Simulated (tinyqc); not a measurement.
Schottky barrier on an n-type semiconductor with a doping step, non-linear Poisson equation by Newton steps: one step of the calculation.

One dimension, metal at x = 0, donor density C(x) = N1 for x < x1 and Nd beyond. Energies are counted from the electron Fermi level of the semiconductor and the conduction-band edge is Ec = -psi, so n = Nc exp(psi/Vt); holes follow the Fermi level of the metal, at -V, so p = Nv exp((V - psi - Eg)/Vt). Ends: psi(0) = V - phiB and psi = Vt ln(Nd/Nc) deep inside. Boltzmann statistics, full ionisation, no current, no image force in the Poisson equation.

Task. Newton step. Solve the tridiagonal system a_(i-1) d_(i-1) + b_i d_i + a_i d_(i+1) = -F_i for nodes 1 to 12, with d = 0 on fixed nodes. If the largest |d| exceeds 4 Vt, the whole step is scaled down so that it equals 4 Vt.

Parameters, values chosen for the exercise: temperature T = 325 K.

Constants: q = 1.602176634e-19 C, kB = 1.380649e-23 J/K, Vt = kB T/q. Results are converted to the units shown.

coupling a_i, interval 0 to 12 (F/cm^2): 2.5550656e-7  2.1653099e-7  1.8362895e-7  1.5418499e-7  1.3151073e-7  1.1178412e-7  9.3153434e-8  7.9845801e-8  6.7238569e-8  5.7325190e-8  4.9135877e-8  4.0648771e-8  3.4395114e-8

```
node  diagonal b (F/cm^2)  residual F (C/cm^2)
1           -4.8294991e-7        -7.4102866e-7
2           -4.1303165e-7                   ~0
3           -3.5307408e-7                   ~0
4           -3.0371614e-7                   ~0
5           -2.6446168e-7         9.3786292e-9
6           -7.0836492e-7        -9.3786292e-9
7           -7.6795884e-7                   ~0
8           -8.4787814e-7                   ~0
9           -9.5121437e-7                   ~0
10          -1.0732704e-6                   ~0
11          -1.2396585e-6                   ~0
12          -1.4480276e-6                   ~0
```

psi at the start, node 0 to 13 (V): -3.1100000  -0.2097666  -0.2097666  -0.2097666  -0.2097666  -0.2097666  -0.1258671  -0.1258671  -0.1258671  -0.1258671  -0.1258671  -0.1258671  -0.1258671  -0.1258671

Find: Newton step d, before damping; psi after iteration 1.

Result.

Newton step d, before damping, node 1 to 12 (V): -2.349  -1.817  -1.317  -0.851  -0.422  -0.081  -0.010  -0.001  0.000  0.000  0.000  0.000
psi after iteration 1, node 0 to 13 (V): -3.110  -0.322  -0.296  -0.273  -0.250  -0.230  -0.130  -0.126  -0.126  -0.126  -0.126  -0.126  -0.126  -0.126

Program tinyqc, `OMP_NUM_THREADS=1 python tinyqc.py 2020107 2020108 out.jsonl`; Intel Xeon 2.30GHz, shared host, one thread, about 0.08 s.

~0 in a residual or rate marks an entry under 1e-11 of the largest of its column.
